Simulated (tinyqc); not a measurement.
Strain-driven roughening and islands of a mismatched epitaxial film. From wetting-layer thickness h_c back to wetting energy gamma_s - gamma. Computed by tinyqc, a small Python program. Command: `OMP_NUM_THREADS=1 python tinyqc.py 3012930 3012931 out.jsonl island inv`. One thread of a shared host (Intel(R) Xeon(R) Processor @ 2.30GHz), about 0.01 s of CPU time with the checks.

Film and substrate share isotropic elastic constants; the film is coherent and biaxially strained.

Inputs (values chosen for the exercise, modelled on Ge on Si):
```
quantity                        value   unit
misfit |f|                     0.0439      -
shear modulus G                    52    GPa
Poisson ratio nu                 0.25      -
surface energy gamma                1  J/m^2
decay length of wetting delta    0.27     nm
```

Method. M = 2 G (1 + nu)/(1 - nu); stress = M f; energy density w = M f^2. The surface energy depends on thickness as gamma + (gamma_s - gamma) exp(-h/delta). Its curvature adds W2 = (gamma_s - gamma) exp(-h/delta)/delta^2 to the restoring terms; the flat film is stable while W2 > (1 + nu)^2 w^2/gamma, which gives h_c = delta ln[(gamma_s - gamma) gamma/(delta^2 (1 + nu)^2 w^2)], or 0 if negative.

Task: A run gave the result below. Find the wetting energy gamma_s - gamma, known to lie between 0.28 and 0.47 J/m^2.

wetting-layer thickness h_c = 0.9000744 nm

Result:

Each step takes the trial c = (a f_b - b f_a)/(f_b - f_a), f being the result less the target and a, b, c the logarithms of the listed values; c replaces end b, the old b replaces a if the sign of f changed, and otherwise f_a is halved.

Scan of the range:
```
wetting energy gamma_s - gamma (J/m^2)  wetting-layer thickness h_c (nm)
0.280                                                           0.834933
0.305                                                           0.858024
0.333                                                           0.881738
0.363                                                           0.905029
0.395                                                           0.927839
0.431                                                           0.951389
0.470                                                           0.974778
```

False position (Illinois rule, in the logarithm of the input) inside the bracket:
```
step  end a  end b     trial  wetting-layer thickness h_c (nm)
1     0.333  0.363  0.356400                          0.900074
```

Wetting-layer thickness h_c rises at every point of a 13-point scan of the range (every second point is shown), so one value fits; it is bracketed by 0.333 and 0.363. Answer: wetting energy gamma_s - gamma = 0.3564 J/m^2.
